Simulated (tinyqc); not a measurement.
Heavy and light holes: cyclotron masses of warped hole bands.

Values chosen for the exercise (near those of Ge; the results hold for these values, not for the real material):
- g1 = 13.47 (Luttinger gamma1)
- g2 = 4.22 (gamma2)
- g3 = 5.62 (gamma3)
- ths = (0, 10, 25, 35, 55, 70, 90) degrees (angles)

E = c k^2 f(n) with f = g1 -/+ 2 sqrt(g2^2 + 3 (g3^2 - g2^2)(nx^2 ny^2 + ny^2 nz^2 + nz^2 nx^2)). For the orbit through k = 0 perpendicular to b = (sin(theta)/sqrt2, sin(theta)/sqrt2, cos(theta)), mc is the mean of 1/f over the directions n in that plane (180 evenly spaced angles). Quantum effects of the lowest levels are left out.

Cyclotron masses (m0):
```
theta (degrees)   heavy   light
0                0.2657  0.0435
10               0.2722  0.0433
25               0.3029  0.0425
55               0.3496  0.0415
70               0.3455  0.0418
90               0.3417  0.0421
```

Give the missing row, theta (degrees) = 35.

Computed row:
```
theta (degrees)   heavy   light
35               0.3283  0.0420
```

The heavy mass varies by 32 % over the table, with its largest listed value at 55 degrees ([111] lies at 54.7) and its smallest at 0; the light mass varies by 4.7 %. The warping term enters both with the same size, but it is set against a small inverse mass in one and a large one in the other (along [111], g1 - 2 g3 = 2.23 and g1 + 2 g3 = 24.71).

Computed by tinyqc, a small Python program: `OMP_NUM_THREADS=1 python tinyqc.py 1282299 1282300 out.jsonl` (the numbers bound the seed that draws the inputs); one thread of a shared host (Intel(R) Xeon(R) Processor @ 2.30GHz), about 0.01 s for the whole set of steps.
